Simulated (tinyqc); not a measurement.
# Worked calculation: round nanowire with a gate all round, subbands and threshold shift from confinement

tinyqc, about 0.2 s, one thread, Intel Xeon 2.30GHz (shared host): `OMP_NUM_THREADS=1 python tinyqc.py 2350116 2350117 out.jsonl` Printed values are rounded.

Undoped body with a flat potential across it, hard walls, transport along x. Three valley pairs (g = 2 each) with the longitudinal mass along x, y or z. Non-parabolicity enters the subband edges through E (1 + al E) = gamma, so E = 2 gamma/(1 + sqrt(1 + 4 al gamma)); motion within a subband is taken as parabolic with the band-edge mass. Energies are counted from the bulk band edge.

Inputs (values chosen for the exercise); masses close to those of silicon: temperature T = 200 K; longitudinal mass ml = 0.919 m0; transverse mass mt = 0.194 m0; non-parabolicity al = 0 1/eV; diameter t = 3.3 nm; widening of the box by penetration into the insulator dl = 0.3 nm.

Constants: q = 1.602176634e-19 C, kB = 1.380649e-23 J/K, hbar = 1.054571817e-34 J s, m0 = 9.1093837015e-31 kg, Vt = kB T/q, hbar^2/(2 m0) = 0.0380998212 eV nm^2. Results are converted to the units shown.

Range of the model: For the strongly anisotropic y and z valleys the mean inverse mass serves only for l = 0; pairs with l > 0 really split widely. A parabolic band overstates subband edges this high.

## Lowest subbands

gamma = C (2 z/(t + dl))^2 (1/my + 1/mz)/2, z the zeros of the Bessel functions J_l (2.404826, 3.831706, 5.135622, 5.520078, ...), twofold for l > 0; the mean inverse mass is an approximation for anisotropic valleys, C = hbar^2/(2 m0). List the 5 lowest, labelled by valley axis and quantum numbers, with degeneracy g and N_k: N_k = g sqrt(2 mx m0 kB T/(pi hbar^2)).

E_k, subband y0,1 to z1,1 (eV): [0.212272, 0.212272, 0.350545, 0.538903, 0.538903]
g, subband y0,1 to z1,1: [2, 2, 2, 4, 4]
N_k, subband y0,1 to z1,1 (cm^-1): [3.34269e6, 3.34269e6, 7.27533e6, 6.68538e6, 6.68538e6]

## Threshold shift

Each subband has N_k = g sqrt(2 mx m0 kB T/(pi hbar^2)); without degeneracy n = exp(EF/Vt) sum N_k exp(-E_k/Vt). Classical value Nc times pi t^2/4, Nc = sum over valleys of 2 g (m m0 kB T/(2 pi hbar^2))^1.5 with m = (mx my mz)^(1/3). Threshold shift dVT = Vt ln(classical value/sum N_k exp(-E_k/Vt)). Use the subbands listed.

shares, subband y0,1 to z1,1 (%): [49.9822, 49.9822, 0.0357, 0.0000, 0.0000]
sum N_k exp(-E_k/Vt) = 29.9404 cm^-1
Nc = 1.52421e19 cm^-3
classical value = 1.30366e6 cm^-1
dVT = 184.092 mV

With all subbands dVT = 184.1 mV. The lowest edge lies at 212 meV; dVT is smaller than that, since sum N_k exp(-(E_k - E_1)/Vt) exceeds the classical value.
